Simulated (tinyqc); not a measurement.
Lorentz oscillators and the Kramers-Kronig relations: sweeps and comparisons. A value that a table varies takes the place of the one given here.

eps(E) = 1 + sum_j S_j/(E0_j^2 - E^2 - i G_j E).

Kramers-Kronig: eps1(E) = 1 + (2/pi) P integral_0^infinity E1 eps2(E1)/(E1^2 - E^2) dE1. Maclaurin rule on the grid E_j = j h, j = 1 .. M: eps1(E_i) = 1 + (4 h/pi) sum over j with j - i odd of E_j eps2(E_j)/(E_j^2 - E_i^2); nothing is added above E_M.

n + i k = sqrt(eps1 + i eps2) with k >= 0; R = ((n - 1)^2 + k^2)/((n + 1)^2 + k^2) at normal incidence from vacuum; alpha = 2 E k/(hbar c), times 1e8 for 1/cm; loss function Im(-1/eps) = eps2/(eps1^2 + eps2^2).

Constants: hbar c = 1973.269805 eV angstrom.

Values chosen for the exercise: E0 = (9.72) eV (resonances); G = (2.05) eV (widths); S = (89.7) eV^2 (strengths); h = 0.5 eV (grid step); M = 30 (grid points E_j = j h); E_t = 3.6 eV (energy below the first line); E = 1.61 eV (photon energy).

## Numerical transform against the formula

Every third grid point is listed; the error is the transform minus the formula.

Dielectric function:

| E (eV) | eps2 | eps1 formula | eps1 transform | error |
|---|---|---|---|---|
| 1.00 | 0.021 | 1.959 | 1.940 | -0.020 |
| 2.50 | 0.059 | 2.013 | 1.993 | -0.021 |
| 4.00 | 0.118 | 2.131 | 2.111 | -0.020 |
| 5.50 | 0.238 | 2.355 | 2.332 | -0.023 |
| 7.00 | 0.566 | 2.794 | 2.773 | -0.020 |
| 8.50 | 1.959 | 3.499 | 3.467 | -0.033 |
| 10.00 | 4.080 | -0.099 | -0.120 | -0.021 |
| 11.50 | 1.067 | -0.709 | -0.739 | -0.030 |
| 13.00 | 0.382 | -0.067 | -0.116 | -0.049 |
| 14.50 | 0.187 | 0.273 | 0.217 | -0.056 |

The largest error listed is -0.056 at 14.50 eV. The rule samples every 2h = 1 eV and the narrowest line is 2.05 eV wide, so it is resolved. The grid ends at 15 eV, where eps2 is still 0.153; the error at the last point listed, nearest the missing tail, is -0.056.

## How far the spectrum must be known

The integrals are done by adaptive quadrature and cut at E_cut. f-sum share: (2/pi) integral of E eps2 over sum S. Static share: (2/pi) integral of eps2/E over eps(0) - 1.

Cut integrals:

| E_cut (eV) | eps1(E_t) | f-sum share | static share |
|---|---|---|---|
| 7.8 | 1.225 | 0.070 | 0.212 |
| 10.7 | 1.909 | 0.646 | 0.825 |
| 14.6 | 2.066 | 0.868 | 0.974 |
| 19.4 | 2.084 | 0.919 | 0.992 |
| 29.2 | 2.090 | 0.952 | 0.998 |
| 48.6 | 2.091 | 0.972 | 1.000 |

eps1(E_t) from the formula = 2.091

Cut at 10.7 eV, just above the last line, eps1(E_t) lacks 0.183; cut at 48.6 eV it lacks 0.000. At 14.6 eV the static sum has reached 0.974 and the f-sum only 0.868: the f-sum weights eps2 by E and the static sum by 1/E, so the f-sum needs the far tail.

## Optical constants across the spectrum

Spectrum:

| E (eV) | eps1 | eps2 | n | k | R | loss |
|---|---|---|---|---|---|---|
| 1.46 | 1.970 | 0.031 | 1.404 | 0.011 | 0.028 | 0.008 |
| 3.45 | 2.078 | 0.092 | 1.442 | 0.032 | 0.033 | 0.021 |
| 5.43 | 2.341 | 0.230 | 1.532 | 0.075 | 0.045 | 0.042 |
| 7.42 | 2.981 | 0.764 | 1.740 | 0.220 | 0.079 | 0.081 |
| 9.41 | 2.306 | 4.248 | 1.889 | 1.124 | 0.214 | 0.182 |
| 11.40 | -0.763 | 1.161 | 0.560 | 1.037 | 0.362 | 0.601 |
| 13.39 | 0.043 | 0.310 | 0.422 | 0.367 | 0.218 | 3.167 |
| 15.38 | 0.398 | 0.134 | 0.640 | 0.104 | 0.052 | 0.757 |
| 17.36 | 0.579 | 0.072 | 0.762 | 0.048 | 0.019 | 0.213 |
| 19.35 | 0.686 | 0.045 | 0.829 | 0.027 | 0.009 | 0.094 |
| 21.34 | 0.755 | 0.030 | 0.869 | 0.017 | 0.005 | 0.052 |
| 23.33 | 0.803 | 0.021 | 0.896 | 0.012 | 0.003 | 0.033 |

Among the energies listed the largest values are at (eV): eps2 9.41; n 9.41; k 9.41; R 11.40; loss 13.39. eps1 crosses zero at 9.97 and 13.23 eV; the last crossing is upward and marks the plasmon, against sqrt(sum S) = 9.47 eV for free electrons.

## What each oscillator parameter does

At the energy E. Each row changes one parameter from the base and keeps the others.

Results:

| case | eps1 | eps2 | n | k | R |
|---|---|---|---|---|---|
| base | 1.975 | 0.035 | 1.405 | 0.012 | 0.028 |
| E0 = (10.206) eV | 1.882 | 0.029 | 1.372 | 0.010 | 0.025 |
| G = (3.075) eV | 1.973 | 0.052 | 1.405 | 0.019 | 0.028 |
| S = (107.64) eV^2 | 2.170 | 0.042 | 1.473 | 0.014 | 0.037 |
| E = 1.691 eV | 1.978 | 0.037 | 1.406 | 0.013 | 0.029 |

The largest shifts from the base row, up to three for each result and ties (the steps differ in size, so this ranks the rows, not the parameters). eps1: S +0.195, E0 -0.093, E +0.003. eps2: G +0.017, S +0.007, E0 -0.006. n: S +0.068, E0 -0.033, E +0.001; unchanged at the printed digits by G. k: G +0.006, E0 -0.002, S +0.002. R: S +0.008, E0 -0.004, E +0.000; unchanged at the printed digits by G.

Program tinyqc; command `OMP_NUM_THREADS=1 python tinyqc.py 1650151 1650152 out.jsonl`; about 0.1 s on one thread of a shared Intel(R) Xeon(R) Processor @ 2.30GHz.
